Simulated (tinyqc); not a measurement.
Valley-orbit splitting of a donor ground state, with strain. Changing the shear strain e_s. Computed by tinyqc, a small Python program. Command: `OMP_NUM_THREADS=1 python tinyqc.py 3000291 3000292 out.jsonl valleyorbit sweep`. One thread of a shared host (Intel(R) Xeon(R) Processor @ 2.30GHz), about 0.01 s of CPU time with the checks.

The basis is the 1s envelope in each valley; energies are counted from the unstrained conduction-band edge. The strain is e_s (a a^T - 1/3) for the unit stress axis a, so valley j along n_j moves by Xi_u e_s w_j with w_j = (n_j.a)^2 - 1/3: +2/3 for [111], -2/9 for the others.

Inputs (values chosen for the exercise, modelled on donors in germanium): single-valley binding energy E_0 = 9.67 meV; central-cell shift Lambda = 0.81 meV; coupling Delta_1 = 0.19 meV; shear deformation potential Xi_u = 16.8 eV; temperature T = 50 K; donor density N_D = 1.5e+14 cm^-3; density-of-states mass of one valley m_e = 0.225 m_0.

Valleys: four along <111>. Stress axis: [111].

Constants: k_B = 8.617333262e-05 eV/K; m_0 = 9.1093837015e-31 kg; k_B = 1.380649e-23 J/K; h = 6.62607015e-34 J s.

Method:
- H_jj = -(E_0 + Lambda) + Xi_u e_s w_j; H_jk = -Delta_1 between any two valleys.
- Diagonalise H; the ground vector has positive components. The density at the nucleus, and so the contact hyperfine coupling, scales as (sum_j c_j)^2/(number of valleys), which is 1 without strain; the envelopes are held fixed.
- The binding energy is counted from the lowest valley edge, min_j Xi_u e_s w_j; the gap is from the ground state to the next level.
- z = sum over levels of exp(-(E - E_ground)/k_B T), the ground-state share being 1/z; N_c = 2 (2 pi m_e k_B T/h^2)^(3/2) sum_j exp(-(shift_j - lowest shift)/k_B T); n1 = N_c/(2 z) exp(-binding/k_B T), binding = lowest shift - E_ground; without compensation n = 2 N_D/(1 + sqrt(1 + 4 N_D/n1)) (Boltzmann statistics; p and higher states left out).

One run for each value; columns: (1) shear strain e_s; (2) hyperfine ratio A/A_0; (3) binding energy under strain (meV); (4) gap to the first excited state (meV); (5) free electrons n (cm^-3):
```
(1)           (2)     (3)     (4)         (5)
-0.00500  0.25385  10.481  74.290  1.4729e+14
-0.00250  0.25775  10.483  36.959  1.4729e+14
-0.00130  0.26511  10.486  19.045  1.4729e+14
-0.00063  0.28215  10.492   9.052  1.4728e+14
-0.00032  0.31683  10.504   4.448  1.4728e+14
-0.00016  0.39721  10.533   2.114  1.4728e+14
-0.00008  0.57766  10.596   1.047  1.4728e+14
-0.00004  0.83279  10.718   0.693  1.4728e+14
-0.00002  0.96040  10.852   0.663  1.4728e+14
```

Over the rows, hyperfine ratio A/A_0 rises from 0.254 to 0.960; binding energy under strain (meV) rises from 10.5 to 10.9; gap to the first excited state (meV) falls from 74.3 to 0.663. Strain moves the ground state into the lowered valleys, so fewer valleys add in phase at the nucleus and less valley-orbit energy is gained.

Caution (all rows): k_B T exceeds a third of E_0, so the p and higher states, left out, hold part of the bound electrons.

Extremes, crossings and ranges named in words are read from the listed rows.
